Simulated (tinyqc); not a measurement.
Classical Heisenberg spin chain: exact results, Metropolis, heat-bath and over-relaxation steps, and a Monte Carlo run: one step, computed by the program tinyqc. Command: `OMP_NUM_THREADS=1 python tinyqc.py 3130542 3130543 out.jsonl heismc walk`. One thread of a shared host (Intel(R) Xeon(R) Processor @ 2.30GHz), about 0.2 s of CPU time with the checks.

E = -J sum_i s_i . s_(i+1) for unit vectors s_i on an open chain; K = J/(k_B T).

Question. Four single-spin steps. The given spins are first normalised. Spins 2 and 3 are updated in turn, with h = K (sum of the two neighbours). Heat bath: cos(theta) = 1 + ln(1 - r1 (1 - exp(-2 |h|)))/|h| about n = h/|h|, azimuth 2 pi r2 = phi in the frame a = n x z/|n x z|, b = n x a: s = n cos(theta) + sin(theta)(a cos(phi) + b sin(phi)); r1, r2 are the first two numbers of the row. Steps 2 and 4 are reflections, s -> 2 (s . h) h/|h|^2 - s, which keep the energy and use no random number.

Inputs (values chosen for the exercise, for a model chain of large moments): temperature T = 49 K.

Update: heat bath with over-relaxation.

four neighbouring spins (rows; components x, y, z):
```
         1        2        3
1  -0.4706  -0.3354   0.8161
2   0.8335  -0.1579   0.5294
3   0.5401   0.5203   0.6614
4  -0.6276  -0.3911  -0.6732
```

random numbers, one row a step:
```
        1       2       3
1  0.7427  0.5133  0.3136
2  0.9822  0.2417  0.7119
3  0.9602  0.3334  0.6922
4  0.8174  0.2524  0.2631
```

K = 1.728836

Give: the table «Steps» with the columns |h|, h . s before, h . s after, move, x, y, z.

Answer.

Steps:

| spin | \|h\| | h . s before | h . s after | move | x | y | z |
|---|---|---|---|---|---|---|---|
| 2 | 2.577 | 1.402 | 1.236 | heat bath | -0.8216 | 0.2993 | 0.4851 |
| 3 | 2.531 | -1.651 | -1.651 | reflection | 0.7508 | -0.4385 | -0.4939 |
| 2 | 1.528 | -0.528 | -0.937 | heat bath | 0.2621 | 0.4371 | -0.8604 |
| 3 | 2.727 | 0.800 | 0.800 | reflection | -0.8868 | 0.4557 | -0.0768 |
